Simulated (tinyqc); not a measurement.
From results back to parameters: Koster-Slater impurity in an sp3s* host.

Problem. In the Koster-Slater model a defect shifts the s level of its site by Vs and the p levels by Vp; an A1 level solves 1/Vs = G_s(E) and a T2 level 1/Vp = G_p(E), E from the top of the valence band. A defect has an A1 level at E = 1.3293 eV, one of the energies of the table, and a T2 level at 0.1899 eV.

G(E) of the host (1/eV):
```
E (eV)         G_s         G_p
0.0000   0.0298814   0.2406652
0.1899   0.0219441   0.1774959
0.3798   0.0129883   0.1418385
0.5697   0.0025104   0.1140214
0.7596  -0.0102339   0.0898165
0.9495  -0.0264694   0.0671254
1.1394  -0.0484356   0.0442753
1.3293  -0.0808534   0.0191921
1.5191  -0.1364834  -0.0122102
```

Find: Vs, Vp.

Solution. Read G_s and G_p at the two energies and invert them. Vs is attractive and pulls its level down from the conduction bands. Vp is repulsive and pushes its level up from the valence bands.

Vs, Vp (eV): -12.4  5.6

Program tinyqc; command `OMP_NUM_THREADS=1 python tinyqc.py 1481918 1481919 out.jsonl`; about 0.01 s on one thread of a shared Intel(R) Xeon(R) Processor @ 2.30GHz.
